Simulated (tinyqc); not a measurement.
Configuration-coordinate model of a defect: Huang-Rhys factor and luminescence line shape. Changing the displacement dQ. Computed by tinyqc, a small Python program. Command: `OMP_NUM_THREADS=1 python tinyqc.py 3008153 3008154 out.jsonl ccline sweep`. One thread of a shared host (Intel(R) Xeon(R) Processor @ 2.30GHz), about 0.04 s of CPU time with the checks.

Ground state E_g(Q) = (1/2) omega_g^2 Q^2; excited state E_e(Q) = E_0 + (1/2) omega_e^2 (Q - dQ)^2 with omega_e = omega_g and E_0 = E_ZPL. Q is mass-weighted; the dipole does not depend on Q (Condon approximation).

Inputs (values chosen for the exercise, for a model defect):
```
quantity                          value        unit
zero-phonon energy E_ZPL           1.03          eV
ground-state phonon hbar omega_g   8.98         meV
temperature T                        20           K
refractive index n_r               2.69           -
transition dipole mu                2.5  e angstrom
quenching prefactor nu_0          2e+11         1/s
```

Modes: equal frequencies in both states.

Constants: hbar^2/u = 4.18015928e-03 eV angstrom^2; k_B = 8.617333262e-05 eV/K; hbar = 6.582119569e-16 eV s; e = 1.602176634e-19 C; eps_0 = 8.8541878128e-12 F/m; hbar = 1.054571817e-34 J s; c = 299792458 m/s.

Method:
- S = hbar omega dQ^2/(2 hbar^2/u) for each state; relaxation energy S hbar omega; absorption at E_0 + S_e hbar omega_e, emission at E_0 - S_g hbar omega_g; the Stokes shift is their difference.
- Overlaps <m_e|n_g> of harmonic-oscillator functions (Hermite recursion, positive leading coefficients) by a sum over an even grid (700 points from x = -9 to 9 + d for the small table, 1500 points from -16 to 16 + d for the thermal sums), with x = Q sqrt(omega_g/hbar), d = sqrt(2 S_g) and frequency ratio omega_e/omega_g.
- Initial levels m = 0..24 carry Boltzmann weights exp(-m hbar omega_e/k_B T), normalised; final levels n = 0..79; a line lies at E_ZPL + m hbar omega_e - n hbar omega_g with weight w_m <m|n>^2. Moments are taken over these weights without the E^3 factor; FWHM = 2 sqrt(2 ln 2) x standard deviation; the zero-phonon weight is the sum of w_m <m|m>^2.
- The curves cross at the root Q_c nearest dQ; the barrier is (1/2) omega_e^2 (Q_c - dQ)^2, with (1/2) omega^2 = (hbar omega)^2/(2 hbar^2/u). k_r = n_r omega^3 mu^2/(3 pi eps_0 hbar c^3) at the vertical emission energy, without local-field correction; k_nr = nu_0 exp(-barrier/k_B T) (Mott-Seitz); yield = k_r/(k_r + k_nr); T_1/2 = barrier/(k_B ln(nu_0/k_r)).

One run for each value; columns: (1) displacement dQ (u^(1/2) angstrom); (2) S_g; (3) zero-phonon weight; (4) FWHM from the second moment (eV); (5) vertical emission energy (eV); (6) classical barrier (eV); (7) quenching temperature T_1/2 (K):
```
(1)     (2)        (3)      (4)    (5)    (6)        (7)
0.51  0.279  7.543e-01  0.01124  1.027  105.2  1.532e+05
0.62  0.413  6.594e-01  0.01366  1.026   71.0  1.034e+05
0.76  0.620  5.352e-01  0.01675  1.024   47.1  6.850e+04
0.92  0.909  4.007e-01  0.02027  1.022   32.0  4.647e+04
1.10  1.300  2.713e-01  0.02424  1.018   22.2  3.224e+04
1.40  2.105  1.220e-01  0.03085  1.011   13.5  1.957e+04
1.70  3.104  4.569e-02  0.03746  1.002    9.0  1.299e+04
2.00  4.296  1.435e-02  0.04407  0.991    6.4  9.152e+03
2.50  6.713  1.427e-03  0.05509  0.970    3.9  5.558e+03
```

Over the rows, S_g rises from 0.279 to 6.71 (exponent d ln y / d ln x about 2.0 throughout); zero-phonon weight falls from 0.754 to 0.00143 (exponent d ln y / d ln x -0.69 between the first rows and -10 between the last); FWHM from the second moment (eV) rises from 0.0112 to 0.0551 (exponent d ln y / d ln x about 1.0 throughout). The exponent of S_g stays at 2: S goes as dQ^2. The exponent of FWHM from the second moment stays at 1: the width goes as sqrt(S). A larger displacement widens and lowers the band and brings the crossing down, so strongly coupled centres quench first.

Caution (rows 0.510, 0.620, 0.760, 0.920, 1.10, 1.40): for small S the spectrum is a set of resolved lines, and a Gaussian width has little meaning. Caution (all rows): the curves cross far outside the range of the harmonic model, so the barrier and T_1/2 have no quantitative meaning.

Extremes, crossings and ranges named in words are read from the listed rows.
